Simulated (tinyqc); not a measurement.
# Minority carriers and saturation current of a heavily doped emitter: effects of single changes

n-type, parabolic bands, full ionisation. eta = (EF - Ec)/kB T solves N = Nc F12(eta), F12(x) = (2/sqrt(pi)) int_0^infinity sqrt(u)/(1 + exp(u - x)) du. The gap shrinks rigidly by dEg = a3 y^(1/3) + a4 y^(1/4) + a2 y^(1/2), y = N/1e18 cm^-3, an empirical law that is here taken as the true narrowing.

Parameters, values chosen for the exercise; band and dielectric values close to those of silicon:
- T = 300 K (temperature)
- Eg = 1.14 eV (band gap)
- Nc = 2.81e19 cm^-3 (conduction-band density of states at 300 K)
- Nv = 2.66e19 cm^-3 (valence-band density of states at 300 K)
- N = 2.3e19 cm^-3 (ionised donor density)
- a3 = 14.3 meV (coefficient of (N/1e18)^(1/3))
- a4 = 9.5 meV (coefficient of (N/1e18)^(1/4))
- a2 = 3.1 meV (coefficient of (N/1e18)^(1/2))
- mup = 200 cm^2/(V s) (minority-hole mobility)
- Cn = 3.4e-31 cm^6/s (Auger coefficient)
- ts = 3.2 us (defect lifetime)
- W = 360 nm (emitter width)
- S = 1.8e5 cm/s (recombination velocity at the contact)

Constants: q = 1.602176634e-19 C, kB = 1.380649e-23 J/K, Vt = kB T/q. Results are converted to the units shown.

Each table varies one quantity; the others keep the values above.

## Effect of the contact

ni = sqrt(Nc Nv) exp(-Eg/(2 Vt)), Eg in volts; degeneracy factor g = F12(eta) exp(-eta); nie^2 = ni^2 exp(dEg/kB T) g, p0 = nie^2/N; apparent narrowing dEg + kB T ln g. 1/tau = Cn N^2 + 1/ts, D = mup Vt, L = sqrt(D tau); J0 = (q p0 D/L)(s + tanh(W/L))/(1 + s tanh(W/L)), s = S L/D; the share recombining inside is 1 - 1/[cosh(W/L)(1 + tanh(W/L)/s)].

Result of one run:
```
S (cm/s)  J0 (fA/cm^2)  share inside (%)
4.8e5            599.6             3.501
```

What becomes of these results when the recombination velocity at the contact S is changed from 4.8e5 to 6200 cm/s, all else the same?

Result of the changed run:
```
S (cm/s)  J0 (fA/cm^2)  share inside (%)
6200             63.90             51.85
```

The whole series:
```
S (cm/s)  J0 (fA/cm^2)  share inside (%)
80               34.22             98.79
340              35.53             95.06
1500             41.33             81.41
6200             63.90             51.85
26000            145.5             21.51
1.1e5            351.0             7.585
4.8e5            599.6             3.501
2.1e6            723.5             2.513
8.8e6            759.4             2.287
```

J0 rises from 34.2 to 759 fA/cm^2, between the limits q p0 (D/L) tanh(W/L) = 33.8 and q p0 (D/L) coth(W/L) = 771; W/L = 0.21, so passivating the contact can gain at most a factor of 22.8.

## Effect of the doping

Same model as above.

The mobility is held fixed.

Effect of the doping:
```
N (cm^-3)  apparent narrowing (meV)  p0 (cm^-3)  L (nm)  J0 (fA/cm^2)  share inside (%)
6.1e17                       22.746      208.56   34318        2669.5          0.014281
1.5e18                       30.192      113.12   21906        1448.2          0.035043
3.6e18                       39.715      68.126   10467        872.94           0.15331
8.7e18                       52.053      45.431  4455.4        585.19           0.84100
2.1e19                       67.234      33.861  1855.0        449.33            4.6829
5.2e19                       84.741      26.917  749.80        419.83            23.581
1.3e20                       99.986      19.417  299.96        538.33            69.293
3.1e20                       102.13      8.8483  125.79        581.20            96.514
```

The apparent narrowing rises from 22.7 to 102 meV. p0 goes as N^(-0.68) between the first two rows and N^(-0.90) between the last two (-1 without narrowing or degeneracy), and J0 goes from 2670 through a minimum of 420 (at N = 5.2e19 cm^-3 among the rows listed) to 581 fA/cm^2. Past the minimum Auger recombination shortens L faster than p0 falls.

Range of the model: Band tails, non-parabolic bands and incomplete ionisation are left out.

Computed by the program tinyqc: `OMP_NUM_THREADS=1 python tinyqc.py 2330114 2330115 out.jsonl`, one thread of a shared Intel Xeon 2.30GHz, about 0.01 s for the whole run.
